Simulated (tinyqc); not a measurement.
Tight binding, kagome lattice, step by step. Computed by tinyqc, a small Python program that keeps every step. Settings: t1 = 1.4, t2 = 1.4, delta = 0.08, bands filled = 2. Command: `OMP_NUM_THREADS=1 python tinyqc.py 28971 28972 out.jsonl` (the two numbers bound the seeds that draw the settings). One thread of a shared host (Intel(R) Xeon(R) Processor @ 2.60GHz), about 0.01 s of CPU time with the checks.

## Bloch Hamiltonian at k

Parameters chosen for this model:
```
parameter     value                unit
t1         1.400000    eV, up triangles
t2         1.400000  eV, down triangles
delta      0.080000        eV on site C
```

k point k (fractions of the reciprocal vectors): -0.360000  -0.110000

H_AB = -t1 - t2 exp(-i k.a1), H_AC = -t1 - t2 exp(-i k.a2), H_BC = -t1 - t2 exp(i k.(a1 - a2)), H_CC = delta.

H(k) at k (eV):
```
                     A                    B                    C
A             0.000000  -0.507606-1.078719i  -2.478719-0.892394i
B  -0.507606+1.078719i             0.000000  -1.400000+1.400000i
C  -2.478719+0.892394i  -1.400000-1.400000i             0.080000
```

## Levels at k

Diagonalise the Hermitian matrix.

eigenvalues (eV): -3.897447  1.131496  2.845952

weights |c|^2 of the basis functions:
```
     band 1    band 2    band 3
A  0.341526  0.316663  0.341811
B  0.252460  0.666982  0.080558
C  0.406013  0.016355  0.577631
```

## Bloch Hamiltonian at K

k point K (fractions of the reciprocal vectors): 0.333333  0.666667

As before.

H(k) at K (eV):
```
                     A                    B                    C
A             0.000000  -0.700000+1.212436i  -0.700000-1.212436i
B  -0.700000-1.212436i             0.000000  -0.700000+1.212436i
C  -0.700000+1.212436i  -0.700000-1.212436i             0.080000
```

## Levels at K

As before.

eigenvalues (eV): -1.400000  -1.347007  2.827007

weights |c|^2 of the basis functions:
```
     band 1    band 2    band 3
A  0.500000  0.170939  0.329061
B  0.500000  0.170939  0.329061
C  0.000000  0.658121  0.341879
```

## Bands along a path

The same steps at evenly spaced points between the labelled ones.

Bands along the path (eV):
```
k             band 1     band 2    band 3
G          -5.573502   2.800000  2.853502
G-K 0.25   -5.199009   2.463404  2.815605
G-K 0.50   -4.176225   1.439702  2.816523
G-K 0.75   -2.780353   0.039992  2.820361
K          -1.400000  -1.347007  2.827007
K-M 0.25   -1.940475  -0.810801  2.831276
K-M 0.50   -2.385234  -0.370363  2.835597
K-M 0.75   -2.664894  -0.094087  2.838981
M          -2.760286          0  2.840286
M-K' 0.25  -2.664894  -0.094087  2.838981
M-K' 0.50  -2.385234  -0.370363  2.835597
M-K' 0.75  -1.940475  -0.810801  2.831276
K'         -1.400000  -1.347007  2.827007
```

With 2 band(s) filled, the highest filled level on these points lies at G and the lowest empty one at G-K 0.25: a gap of 0.0156 eV, indirect.
